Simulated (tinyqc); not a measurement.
Quantum limit of the contact resistance of a two-dimensional channel: one step of the calculation.

Parabolic band with gv valleys, C = hbar^2/(2 m0), eta = (EF - Ec)/(kB T). Landauer picture: each mode conducts 2 q^2/h, and the contacts and the channel add incoherently in series, 1/Tt - 1 = 2 (1/tc - 1) + L/lam for the total transmission Tt.

Problem. Resistances. RQ = (h/2q^2)/M for the whole device, R = RQ/Tt; the part of one contact is Rc = RQ (1/tc - 1/2) and the channel adds RQ L/lam.

Inputs (values chosen for the exercise): transmission of each contact tc = 1; back-scattering length of the channel lam = 21 nm; channel length L = 62 nm.

Constants: q = 1.602176634e-19 C, h = 6.62607015e-34 J s. Results are converted to the units shown.

M = 168.07201 1/um

Wanted: RQ; Rc; channel; R; Tt.

Solution.

RQ = 76.791 ohm um
Rc = 38.395 ohm um
channel = 226.72 ohm um
R = 303.51 ohm um
Tt = 0.25301

The two contacts make up 25.3 % of R.

Computed by the program tinyqc: `OMP_NUM_THREADS=1 python tinyqc.py 2760115 2760116 out.jsonl`, one thread of a shared Intel Xeon 2.30GHz, about 0.01 s for the whole run.
